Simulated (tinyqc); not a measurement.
# Changing the segregation energy E_s

Model: surface segregation during layer-by-layer epitaxy: two-layer exchange kinetics and the shape of quantum wells and delta layers. Computed by tinyqc, a small Python program. Command: `OMP_NUM_THREADS=1 python tinyqc.py 3011496 3011497 out.jsonl mbeseg sweep`. One thread of a shared host (Intel(R) Xeon(R) Processor @ 2.30GHz), about 0.07 s of CPU time with the checks.

Atoms A and B exchange only between the growing layer and the one below it. B is supplied for N layers, then pure A follows.

Inputs (values chosen for the exercise, close to those used for germanium in silicon): barrier E1 for B to move up = 1.61 eV; attempt frequency nu = 10 THz; growth rate G = 1.2 layers/s; share x0 of B in the flux during the well = 0.35; layers in the well N = 6; layer thickness = 1.36 angstrom; temperature T = 410 C.

Constants: k_B = 8.617333262e-05 eV/K.

Method:
- p1 = nu exp(-E1/(k_B T)) (B up, A down), p2 = nu exp(-(E1 + E_s)/(k_B T)) (B down); time per layer tau = 1/G; K = p1/p2.
- Temperatures in kelvin are T(C) + 273.15.
- Dilute equilibrium share passed up per layer R_eq = K/(1 + K).
- Each layer is deposited complete with B share x_dep and then exchanges for the time tau = 1/G with the layer below, whose share is b (total c = s + b fixed): ds/dt = p1 b (1 - s) - p2 s (1 - b), s(0) = x_dep. With the roots s1 < s2 of the right side, (s - s1)/(s - s2) = [(s(0) - s1)/(s(0) - s2)] exp(-(p1 - p2)(s2 - s1) tau). The lower layer is then buried with c - s, and s becomes the b of the next layer.
- In the dilute tail each layer passes up the share R = R_eq (1 - exp(-(p1 + p2) tau)); decay length = -layer thickness/ln R.
- Index 0 is the last layer of pure A below the well. Share of B outside the intended layers 1..N = 1 - (sum over 1..N)/(N x0).

One run for each value:
```
segregation energy E_s (eV)  share passed up R  decay length (angstrom)  peak share (largest buried share)     R_eq
0.03                                   0.62471                     2.89                            0.34011  0.62471
0.10                                   0.84536                     8.10                            0.33344  0.84536
0.17                                   0.94723                    25.09                            0.34151  0.94724
0.24                                   0.98331                    80.80                            0.34819  0.98332
0.31                                   0.99485                   263.24                            0.34954  0.99486
```

Describe and explain the trends.

Over the rows, share passed up R rises from 0.625 to 0.995 (exponent d ln y / d ln x 0.25 between the first rows and 0.046 between the last); decay length (angstrom) rises from 2.89 to 263 (exponent d ln y / d ln x 0.86 between the first rows and 4.6 between the last); peak share (largest buried share) goes from 0.340 through a minimum among these rows, 0.333 at 0.100, to 0.350. R follows R_eq = K/(1 + K), and the decay length grows about as K once K is large. Left out: 0.390, 0.460, 0.530, 0.600 (the tail is too long to list).

Caution (all rows): two-layer exchange with complete layers is a simplification that can understate segregation at low temperature; desorption, step-edge exchange and surfactants are left out. Caution (rows 0.100, 0.170, 0.240, 0.310): the floating layer fills towards saturation, so the dilute decay length holds only far out in the tail.

Extremes, crossings and ranges named in words are read from the listed rows.
